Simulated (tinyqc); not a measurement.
# Thickness from the transmission

Problem. A dielectric of barrier phi1 and mass m1 carries the voltage V, so U = phi1 - V x/t1. At E = 0 the WKB exponent is S = (4 t1/(3 V)) sqrt(m1/C) [phi1^1.5 - max(phi1 - V, 0)^1.5], C = hbar^2/(2 m0), and T = exp(-S). Find S, t1 and the field.

Inputs (values chosen for the exercise): barrier of layer 1 above the emitter Fermi level at zero bias phi1 = 3.18 eV; tunnelling mass of layer 1 m1 = 0.5 m0; voltage across the dielectric V = 5.9 V.

Constants: q = 1.602176634e-19 C, hbar = 1.054571817e-34 J s, m0 = 9.1093837015e-31 kg, hbar^2/(2 m0) = 0.0380998212 eV nm^2. Results are converted to the units shown.

T at E = 0 = 5.2160432e-11

Answer. At fixed V the exponent is proportional to t1.

S = 23.68
t1 = 5.100 nm
field = 11.57 MV/cm

Computed by the program tinyqc: `OMP_NUM_THREADS=1 python tinyqc.py 2540105 2540106 out.jsonl`, one thread of a shared Intel Xeon 2.30GHz, about 0.02 s for the whole run.
